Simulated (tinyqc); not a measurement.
Thermal RC ladder, step response: two steps of the calculation.

A ladder of 3 nodes: R_i joins node i to node i + 1, the last R to the ambient; C_i is the heat capacity of node i; theta is the rise above ambient, zero at t = 0. d theta/dt = -A theta + b with b = (Pw/C_1, 0, ...), times in ms.

Parameters, values chosen for the exercise: resistances, junction to ambient R = [0.2, 0.94, 0.19] K/W; heat capacities of the nodes C = [0.32, 4.3, 19] mJ/K.

Problem 1. The rate matrix. A = C^(-1) K, K_ii = 1/R_(i-1) + 1/R_i (no first term for node 1), K_(i,i+1) = K_(i+1,i) = -1/R_i.

Give: A.

Solution 1.

A (1/ms):
```
        node 1  node 2  node 3
node 1   15.62  -15.62    0.00
node 2   -1.16    1.41   -0.25
node 3    0.00   -0.06    0.33
```

Problem 2. Time constants and Foster resistances. The time constants tau_k are the inverse eigenvalues of A; the rise of node 1 per watt is Z(t) = sum_k r_k (1 - exp(-t/tau_k)), with r_k = v_k1^2 tau_k/C_1 and v_k the unit eigenvectors of C^(-1/2) K C^(-1/2).

Give: tau_k, rising; r_k.

Solution 2.

tau_k, rising (ms): 0.05951  2.463  6.372
r_k (K/W): 0.1727  0.1643  0.9930

The r_k add up to the sum of the R_i, 1.330 K/W; the slowest constant is 107 times the fastest.

Computed by the program tinyqc: `OMP_NUM_THREADS=1 python tinyqc.py 2520027 2520028 out.jsonl`, one thread of a shared Intel Xeon 2.30GHz, about 0.01 s for the whole run.
